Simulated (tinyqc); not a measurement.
Random telegraph noise from one oxide trap in a small MOSFET: two steps of the calculation.

An acceptor-like trap exchanges electrons with the channel. Inversion charge Q = Cox u, u = n Vt W0(exp((Vg - VT)/(n Vt))), W0 the Lambert function, n = nf, Cox = eps0 eox/tox; linear regime Id = (W/L) mu Q Vd. Relative to threshold the surface potential rises by Vt ln(u/u0) and the oxide voltage by the rest of Vg - VT, with u0 = n Vt W0(1).

Inputs (values chosen for the exercise); values of the order met in silicon transistors:
- T = 200 K (temperature)
- eox = 3.9 (relative permittivity of the gate insulator (close to silicon dioxide))
- tox = 2.4 nm (insulator thickness)
- xt = 0.21 nm (depth of the trap from the channel interface)
- nf = 1.1 (body factor)
- W = 88 nm (gate width)
- L = 180 nm (gate length)
- mu = 250 cm^2/(V s) (mobility)
- asc = 1.2e-15 V s (scattering coefficient of the charged trap)
- Vd = 0.1 V (drain voltage)

Constants: q = 1.602176634e-19 C, kB = 1.380649e-23 J/K, Vt = kB T/q, eps0 = 8.8541878128e-14 F/cm where lengths are in cm. Results are converted to the units shown.

Problem 1. Step height. A = W L; threshold step dV = q (1 - xt/tox)/(Cox A); gm/Id = 1/(u + n Vt); relative step dI/I = (gm/Id) dV + asc mu/A. Id as defined.

u = 0.29778657 V
N = 2.6742180e12 cm^-2

Give: electrons in the channel N A; dV; gm/Id; number part of dI/I; dI/I; Id; dI.

Solution 1.

electrons in the channel N A = 423.60
dV = 0.64148 mV
gm/Id = 3.1571 1/V
number part of dI/I = 0.20252 %
dI/I = 0.39192 %
Id = 5.2367 uA
dI = 20.524 nA

Problem 2. Lorentzian spectrum. Spectrum S(f) = 4 dI^2/{(tc + te)[(1/tc + 1/te)^2 + (2 pi f)^2]}; corner fc = (1/tc + 1/te)/(2 pi); variance dI^2 tc te/(tc + te)^2. Give S at f = 0, at fc and at 10 fc.

tc = 1.7266014 s
te = 2.0379904 s
dI = 20.523555 nA

Find: fc; S(0); S(fc); S(10 fc); rms current.

Solution 2.

fc = 0.17027 Hz
S(0) = 3.9102e-16 A^2/Hz
S(fc) = 1.9551e-16 A^2/Hz
S(10 fc) = 3.8715e-18 A^2/Hz
rms current = 10.227 nA

The rms value is 0.498 of the step; it reaches its largest share, 1/2, when tc = te.

Range of the model: VT is taken as given; short-channel effects and the uneven flow of current among few electrons are left out.

Program tinyqc, `OMP_NUM_THREADS=1 python tinyqc.py 2710025 2710026 out.jsonl`; Intel Xeon 2.30GHz, shared host, one thread, about 0.01 s.
